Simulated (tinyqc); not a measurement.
Two-band model of a narrow-gap semiconductor with electrons and holes: one step, computed by the program tinyqc.

Two parabolic bands with acoustic scattering (r = -1/2, a = 0), a gap that does not change with T, and fully ionised dopants. Melting is ignored, so values above the melting point are formal, and kappa_L does not change with T. eta_n = (E_F - E_c)/(k_B T), eta_p = -eta_n - E_g/(k_B T).

Problem. Each band alone. With x = E/(k_B T), a = alpha k_B T (0 for a parabolic band), G = x (1 + a x), D = 1 + 2 a x and <y> = int y f (1 - f) dx, f = 1/(1 + exp(x - eta)): tau = tau_0 G^r/D; transport function s = G^(3/2 + r)/D^2; n = N_0 <G^(3/2)> with N_0 = (2 m k_B T)^(3/2)/(3 pi^2 hbar^3). Integrals over x = E/(k_B T) use 160 Gauss-Legendre points in u = sqrt(x) from 0 to sqrt(max(eta, 0) + 32). sigma = e mu_0 N_0 <s> with mu_0 = e tau_0/m = mu_300 (T/300 K)^(-p); |S| = (k_B/e)(<x s>/<s> - eta); Lorenz number L = (k_B/e)^2 (<x^2 s>/<s> - (<x s>/<s>)^2); kappa_e = L sigma T; zT = S^2 sigma T/(kappa_L + kappa_e). Hall factor r_H = <x^(3/2)> <x^(1/2)>/<s>^2.

Inputs (values chosen for the exercise, for a model material):

| quantity | value | unit |
|---|---|---|
| electron mass m_n | 0.18 | m_0 |
| hole mass m_p | 0.15 | m_0 |
| electron mobility parameter mu_300,n | 730 | cm^2/(V s) |
| hole mobility parameter mu_300,p | 350 | cm^2/(V s) |
| temperature exponent p | 1.5 | - |
| temperature T | 750 | K |

Doping: p-type.

eta_n = -4.902487

eta_p = -1.286589

Constants: e = 1.602176634e-19 C; m_0 = 9.1093837015e-31 kg; k_B = 1.380649e-23 J/K; hbar = 1.054571817e-34 J s; k_B = 8.617333262e-05 eV/K.

Give: Partial coefficients.

Solution.

Partial coefficients:

| band | sigma (S/cm) | \|S\| (microvolt/K) | L (1e-8 V^2/K^2) | density (1/cm^3) | Hall factor |
|---|---|---|---|---|---|
| electrons | 1.248 | 595.1 | 1.487 | 5.612e+16 | 1.178 |
| holes | 15.00 | 294.0 | 1.530 | 1.456e+18 | 1.161 |

The minority carriers have the larger |S|, since the Fermi level lies farther from their band; they carry 7.7 % of the conductivity.
